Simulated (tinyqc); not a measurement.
# Partial widths from the peak

Inverse problem. A Breit-Wigner resonance has total width G = GL + GR and peak transmission Tp = 4 GL GR/G^2. GR is known to be the larger. Find GL, GR and the lifetime hbar/G.

Constants: q = 1.602176634e-19 C, hbar = 1.054571817e-34 J s. Results are converted to the units shown.

G = 3.7572931 meV
Tp = 0.66746400

Answer. GL and GR have the sum G and the product Tp G^2/4, so they are (G/2)(1 +/- sqrt(1 - Tp)).

GL = 0.795 meV
GR = 2.96 meV
lifetime = 175 fs

tinyqc, about 0.6 s, one thread, Intel Xeon 2.30GHz (shared host): `OMP_NUM_THREADS=1 python tinyqc.py 2600128 2600129 out.jsonl`
